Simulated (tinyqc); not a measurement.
# Collinear exchange A + BC -> AB + C on a London-Eyring-Polanyi-Sato surface: saddle, string of images and rate, step by step

A worked calculation. Computed by tinyqc, a small Python program that keeps every step. Command: `OMP_NUM_THREADS=1 python tinyqc.py 3110728 3110729 out.jsonl leps walk`. One thread of a shared host (Intel(R) Xeon(R) Processor @ 2.30GHz), about 0.04 s of CPU time with the checks. Intermediate numbers are printed to about 5 digits and carried at full precision; extremes and crossings named in words are read from the listed rows.

x = r(AB), y = r(BC), r(AC) = x + y. V is counted from separated atoms, the barrier from A + BC, that is V + D(BC).

Inputs (values chosen for the exercise, for a model exchange):
```
quantity            value           unit
D(AB)                4.48             eV
r0(AB)                1.3       angstrom
beta(AB)             1.69     1/angstrom
D(BC)                3.32             eV
r0(BC)               1.12       angstrom
beta(BC)             1.86     1/angstrom
D(AC)                2.85             eV
r0(AC)              0.941       angstrom
beta(AC)             1.65     1/angstrom
Sato parameter S    0.064              -
mass of A              19              u
mass of B           1.008              u
mass of C              35              u
temperature T         700              K
step of the string  0.015  angstrom^2/eV
```

Constants: nu for 1 eV/(angstrom^2 u) = 15.6333042 THz; h x 1 THz = 4.135667696 meV; k_B = 1.380649e-23 J/K; u = 1.6605390666e-27 kg; k_B = 8.617333262e-05 eV/K.

## One point of the surface

For each pair, with u = exp(-beta (r - r0)): Q = D [(3 + S) u^2 - (2 + 6 S) u]/(4 (1 + S)), J = D [(1 + 3 S) u^2 - (6 + 2 S) u]/(4 (1 + S)); V = Q1 + Q2 + Q3 - sqrt(((J1 - J2)^2 + (J2 - J3)^2 + (J3 - J1)^2)/2). Take x = r0(AB) + 0.3 and y = r0(BC) + 0.1 angstrom.

Pair terms:
```
pair        u    Q (eV)   J (eV)
AB    0.60230  -0.34144  -3.4300
BC    0.83027   0.10360  -3.3280
AC    0.04503  -0.06773  -0.1832
```

V = -3.5026 eV

## Relaxing the string

String of 9 images between the fixed ends (r0(AB) + 2, r0(BC)) and (r0(AB), r0(BC) + 2), started on the two straight legs through (r0(AB) + 0.3, r0(BC) + 0.3): each iteration moves the inner images by -step x gradient (central differences) and spaces them evenly again along the broken line (coordinates are kept between 0.2 and 8 angstrom); stop when no coordinate changes by more than 1e-5 angstrom, at most 400 iterations.

Course:
```
iteration  highest inner image above A + BC (eV)  largest move (angstrom)
1                                        0.25125               4.0976e-02
2                                        0.20879               3.6384e-02
3                                        0.17389               3.0440e-02
4                                        0.14620               2.4305e-02
5                                        0.12508               1.8753e-02
6                                        0.10950               1.4315e-02
7                                        0.09842               1.2005e-02
...                                          ...                      ...
39                                       0.08840               2.7261e-05
40                                       0.08840               2.2353e-05
41                                       0.08840               1.8317e-05
42                                       0.08840               1.5001e-05
43                                       0.08840               1.2278e-05
44                                       0.08840               1.0045e-05
45                                       0.08840               8.2140e-06
```

Images at the end:
```
image  x (angstrom)  y (angstrom)  V + D(BC) (eV)
0            3.3000        1.1200          0.0246
1            2.8447        1.1218          0.0497
2            2.3894        1.1287          0.0884
3            1.9357        1.1679          0.0744
4            1.5200        1.3530         -0.4057
5            1.3201        1.7549         -0.9316
6            1.3023        2.2093         -1.0734
7            1.3005        2.6647         -1.1249
8            1.3000        3.1200         -1.1453
```

last move = 8.2140e-06 angstrom

Converged in 45 iterations.

## Saddle by Newton steps

From the highest inner image, z -> z - H^-1 g with gradient g and Hessian H by central differences, steps capped at 0.15 angstrom, 12 steps.

The first seven points:
```
step       x       y  V + D(BC) (eV)  |g| (eV/angstrom)
0     2.3894  1.1287         0.08840         8.3434e-02
1     2.2394  1.1332         0.09866         5.5467e-02
2     2.1257  1.1407         0.10047         4.0150e-02
3     2.1530  1.1401         0.10075         2.4715e-03
4     2.1549  1.1401         0.10076         1.1393e-05
5     2.1550  1.1401         0.10076                  0
6     2.1550  1.1401         0.10076                  0
```

saddle (x, y) (angstrom): 2.1550  1.1401

barrier = 0.10076 eV

Hessian (eV/angstrom^2):
```
        x       y
x  -0.578   1.533
y   1.533  19.551
```

The highest image lies 12.4 meV below the saddle. Stretches at the saddle: AB 0.855, BC 0.020 angstrom, for a reaction energy D(BC) - D(AB) = -1.16 eV: an early barrier for an exothermic step.

## Frequencies at the saddle

Wilson matrix G = [[1/m_A + 1/m_B, -1/m_B], [-1/m_B, 1/m_B + 1/m_C]]; eigenvalues lambda of G H give nu = 15.6333042 THz x sqrt(|lambda|), the negative one being imaginary. Reactant: nu_BC from k = 2 D beta^2 and 1/m_B + 1/m_C. Skew angle: cos = sqrt(m_A m_C/((m_A + m_B)(m_B + m_C))).

imaginary frequency = 4.0889 THz

real frequency at the saddle = 63.265 THz

nu_BC = 75.698 THz

skew angle = 16.106 degrees

## Transition-state rate

One-dimensional rate constant without tunnelling, k = sqrt(k_B T/(2 pi mu)) [sinh(h nu_BC/(2 k_B T))/sinh(h nu_s/(2 k_B T))] exp(-barrier/(k_B T)) with mu = m_A (m_B + m_C)/(m_A + m_B + m_C); Wigner factor 1 + (h nu_i/(k_B T))^2/24; adiabatic barrier = barrier + h (nu_s - nu_BC)/2.

adiabatic barrier = 0.075047 eV

rate constant k = 7924.7 cm/s

Wigner factor = 1.0033

## Rate against temperature

The formulas are those given above.

Rates; the last column is k_B T^2 d ln k/dT:
```
T (K)  k (cm/s)  Wigner factor  activation energy (eV)
300         980         1.0178                 0.08798
400        2339         1.0100                 0.09238
550        4979         1.0053                 0.09937
750        8931         1.0029                 0.10952
1000      13963         1.0016                 0.12283
1400      21647         1.0008                 0.14389
2000      32005         1.0004                 0.17385
```

The activation energy goes from 0.088 eV at 300 K, near the adiabatic barrier plus k_B T/2 (0.088), to 0.174 eV at 2000 K; the classical limit is the barrier plus k_B T/2 (0.187).

Checks made by the program: V for A far away against -D(BC) (relative difference below 1e-10).
